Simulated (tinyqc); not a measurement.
Raising U: Hubbard chain of 4 sites, mean field against exact. Computed by the program tinyqc. 

one-body matrix (hopping and site energies) (eV):
```
         1        2        3        4
1   0.0000  -1.7400   0.0000   0.0000
2  -1.7400   0.0000  -1.7400   0.0000
3   0.0000  -1.7400   0.0000  -1.7400
4   0.0000   0.0000  -1.7400   0.0000
```

electrons, up and down: 2  2

Collinear unrestricted mean field (the lowest of 40 random starts) against exact diagonalisation.

Exact and mean-field results (eV):
```
U          U/t   E exact  E mean field  mean |n_up - n_down|  double occupancy, exact  first gap in the sector
0.870    0.500  -6.95667      -6.91152                 0.000                    0.224                    1.909
1.740    1.000  -6.22114      -6.04152                 0.000                    0.199                    1.703
3.480    2.000  -5.00414      -4.34485                 0.393                    0.152                    1.372
5.220    3.000  -4.08452      -3.20507                 0.697                    0.114                    1.126
6.960    4.000  -3.39847      -2.49572                 0.820                    0.085                    0.940
10.440   6.000  -2.49157      -1.70694                 0.918                    0.049                    0.692
13.920   8.000  -1.94388      -1.29120                 0.953                    0.031                    0.541
20.880  12.000  -1.33644      -0.86594                 0.979                    0.015                    0.372
34.800  20.000  -0.81540      -0.52113                 0.993                    0.006                    0.227
```

In absolute terms mean field is worst at U/t = 4.0, 0.903 eV too high: at small U it is nearly exact, and at large U it misses only exchange-scale energies. Its local moments set in at U/t = 2.0 of those listed, a broken symmetry that the exact state of a finite cluster with equal spins does not have. Relative to the exact energy its error is 0.6 % at the smallest U, 36 % at most and 36 % at the largest. The double occupancy falls from 0.224 to 0.006; at the largest U the first gap is 0.65 times the exchange scale 4t^2/U.
